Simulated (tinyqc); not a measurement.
Band-to-band tunnelling and avalanche in a reverse-biased abrupt junction: one step, computed by the program tinyqc. Command: `OMP_NUM_THREADS=1 python tinyqc.py 3013468 3013469 out.jsonl zener walk`. One thread of a shared host (Intel(R) Xeon(R) Processor @ 2.30GHz), about 0.01 s of CPU time with the checks.

Direct Kane tunnelling in the local field (for indirect gaps the mass is an effective fit) and one ionisation coefficient for both carriers. N is the doping of the light side, or N_A N_D/(N_A + N_D) for the symmetric junction; the built-in voltage is taken as E_g/e.

Task: Junction at the given bias. E_g(T) = E_g - (T - 300 K)(-dE_g/dT); b(T) = b [1 + (rise)(T - 300 K)]; w = sqrt(2 eps eps_0 (V_R + E_g/e)/(e N)); F_m = 2 (V_R + E_g/e)/w; the field falls linearly from F_m to 0 across w.

Inputs (values chosen for the exercise, modelled on In0.53Ga0.47As): band gap at 300 K, E_g = 0.746 eV; gap narrowing with temperature, -dE_g/dT = 0.38 meV/K; permittivity eps = 13.9; effective doping N = 1.2e+18 1/cm^3; reverse bias V_R = 0.93 V; temperature T = 300 K.

Junction: one-sided.

Constants: eps_0 = 8.8541878128e-12 F/m; e = 1.602176634e-19 C.

Give: E_g(T); depletion width w; peak field F_m; shortest tunnelling distance E_g/(e F_m).

Result:

E_g(T) = 0.746 eV

depletion width w = 46.32 nm

peak field F_m = 0.7236 MV/cm

shortest tunnelling distance E_g/(e F_m) = 10.31 nm
